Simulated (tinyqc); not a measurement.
# Gate-all-around wire with two subbands, quantum capacitance: two studies

phi is the Fermi level above the lowest subband edge, in volts; Vg is counted from the gate voltage at which an empty wire would have phi = 0. Both directions of motion are filled (equilibrium).

Inputs (values chosen for the exercise): temperature T = 300 K; relative permittivity of the gate insulator (close to silicon dioxide) eox = 3.9; insulator thickness tox = 13 nm; mass along the wire md = 0.2 m0; valley degeneracy gv = 1; second subband above the first E2 = 0.2 eV; orbital degeneracy of the second subband g2 = 1; radius of the wire rw = 4.3 nm; gate voltage Vg = 0.95 V.

Constants: q = 1.602176634e-19 C, kB = 1.380649e-23 J/K, hbar = 1.054571817e-34 J s, m0 = 9.1093837015e-31 kg, Vt = kB T/q, eps0 = 8.8541878128e-14 F/cm where lengths are in cm. Results are converted to the units shown.

Each table varies one quantity; the others keep the values above.

## Effect of the gate voltage

N1 = gv sqrt(2 md m0 kB T/(pi hbar^2)); n1 = N1 F(phi/Vt), n2 = g2 N1 F((phi - E2)/Vt), n = n1 + n2, F(e) = (1/sqrt(pi)) int_0^infinity u^(-1/2) du/(1 + exp(u - e)); Cq = q dn/dphi = (q N1/Vt) [F'(phi/Vt) + g2 F'((phi - E2)/Vt)]. Cox = 2 pi eps0 eox/ln(1 + tox/rw) per length; Vg = phi + q n/Cox. 1/C_G = 1/Cox + 1/(Cq); dphi/dVg = Cox/(Cox + Cq).

The same in every row: Cox (pF/cm) = 1.5586.

Effect of the gate voltage:
```
Vg (V)    phi (V)  n (cm^-1)  Cq (pF/cm)  C_G (pF/cm)  dphi/dVg  share of the second band (%)
-0.2     -0.20009     904.41   0.0056034    0.0055833   0.99642                      0.043661
-0.09   -0.095270      51267     0.31222      0.26011   0.83311                      0.044419
0.02    -0.031885   5.0473e5      2.6199      0.97722   0.37300                      0.052376
0.13    1.6100e-4   1.2630e6      4.9112       1.1831   0.24090                      0.072281
0.24     0.024671   2.0947e6      5.7483       1.2261   0.21330                       0.11242
0.36     0.050537   3.0104e6      5.4562       1.2123   0.22218                       0.21246
0.47     0.076218   3.8306e6      4.7758       1.1751   0.24605                       0.44923
0.58      0.10463   4.6243e6      4.2440       1.1399   0.26860                        1.1040
0.69      0.13439   5.4049e6      4.2966       1.1437   0.26619                        2.8790
0.8       0.16186   6.2077e6      5.2303       1.2008   0.22958                        6.6128
```

As Vg goes from -0.2 to 0.8, Cq moves up and down between 0.00560 and 5.75 pF/cm, C_G/Cox moves up and down between 0.00358 and 0.787 and n rises from 904 to 6.21e6 cm^-1. Cq is below Cox for Vg = -0.2, -0.09; there the density of states limits the response dn/dVg more than the insulator does. The peak of Cq mirrors the inverse-square-root peak of the density of states at a subband edge.

## Effect of the mass along the wire

Same model as above.

The same in every row: Cox (pF/cm) = 1.559.

Effect of the mass along the wire:
```
md (m0)  phi (V)  n (cm^-1)  Cq (pF/cm)  C_G (pF/cm)  dphi/dVg  share of the second band (%)
0.02      0.4212    5.145e6       1.374       0.7302    0.5315                         41.91
0.034     0.3496    5.840e6       2.128       0.8996    0.4228                         39.26
0.057     0.2900    6.420e6       3.459        1.074    0.3106                         34.91
0.097     0.2426    6.881e6       5.578        1.218    0.2184                         27.65
0.16      0.2072    7.226e6       7.067        1.277    0.1807                         18.39
0.28      0.1683    7.604e6       6.616        1.261    0.1907                         7.908
0.47      0.1274    8.002e6       6.452        1.255    0.1946                         2.304
0.8      0.08864    8.379e6       8.985        1.328    0.1478                        0.6618
```

As md goes from 0.02 to 0.8, Cq moves up and down between 1.37 and 8.99 pF/cm, C_G/Cox moves up and down between 0.469 and 0.852 and n rises from 5.14e6 to 8.38e6 cm^-1. Cq is below Cox for md = 0.02; there the density of states limits the response dn/dVg more than the insulator does. For md = 0.02, 0.034 phi exceeds 0.3 V, where non-parabolicity and further bands matter for so light a mass.

tinyqc, about 0.01 s, one thread, Intel Xeon 2.30GHz (shared host): `OMP_NUM_THREADS=1 python tinyqc.py 2200120 2200121 out.jsonl`
